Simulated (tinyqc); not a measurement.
Plain band against climbing image: nudged elastic band on a two-dimensional model surface. Computed by tinyqc, a small Python program. Command: `OMP_NUM_THREADS=1 python tinyqc.py 3010402 3010403 out.jsonl neb walk`. One thread of a shared host (Intel(R) Xeon(R) Processor @ 2.30GHz), about 0.3 s of CPU time with the checks.

V(x, y) = h u^2 + t x + (kappa/2)(y + c u)^2 with u = x^2/w^2 - 1; the path runs from the minimum near (-w, 0) to that near (w, 0).

Inputs (values chosen for the exercise, for a model surface):
```
quantity                    value           unit
height h                     0.56             eV
half width w                  1.6       angstrom
transverse stiffness kappa    4.6  eV/angstrom^2
curvature c                  0.55       angstrom
tilt t                       0.12    eV/angstrom
spring constant k_s           1.4  eV/angstrom^2
step factor eta             0.056  angstrom^2/eV
```

Surface: curved double well. Climbing image: on.

Method:
- Newton steps x(new) = x - H^-1 grad V (moves limited to 0.3 angstrom) from (-w, 0), (w, 0) and (0, c) give the two minima and the saddle.
- Tangent at image i: towards the higher neighbour if the energies rise or fall through i; at a maximum or minimum, tau = t+ dmax + t- dmin if V(i+1) > V(i-1), else t+ dmin + t- dmax, with t+ = R(i+1) - R(i), t- = R(i) - R(i-1) and dmax, dmin the larger and smaller of |V(i+1) - V(i)| and |V(i-1) - V(i)|; then normalise. Force F = -grad V + (grad V.tau) tau + k_s (|t+| - |t-|) tau.
- With a climbing image, the highest image feels instead F = -grad V + 2 (grad V.tau) tau and no spring.
- Update R(new) = R + eta F; the end points stay fixed.
- Images are counted without the end points, and convergence is judged on the largest force on an image. Each run starts on the straight line with the same k_s and eta, for at most 1500 iterations; errors are against the Newton saddle; a dash marks a run that did not reach 1e-4 eV/angstrom.

positions (angstrom):
```
               x         y
start   -1.66461  -0.04531
end      1.52643   0.04941
saddle   0.13817   0.54590
```

energies (eV): start -0.195952, end 0.187692, saddle 0.568259

barrier from the start = 0.764211 eV

Error of the highest image (meV) and iterations:
```
images  plain, error  plain, iterations  climbing, error  climbing, iterations
2            -48.484                 73                0                   159
3            -21.787                105                0                   151
4             -6.052                136                0                   141
5            -21.838                174                0                   159
6             -0.201                207                0                   113
8             -0.465                275                0                   184
10            -1.965                335                0                   261
```

The plain band underestimates the barrier by 0.20 to 48.48 meV, depending on how near an image falls to the saddle (worst for 2 images, best for 6). The climbing image is within about 0.001 meV in every converged run, so few images suffice for the barrier.

Extremes, crossings and ranges named in words are read from the listed rows.
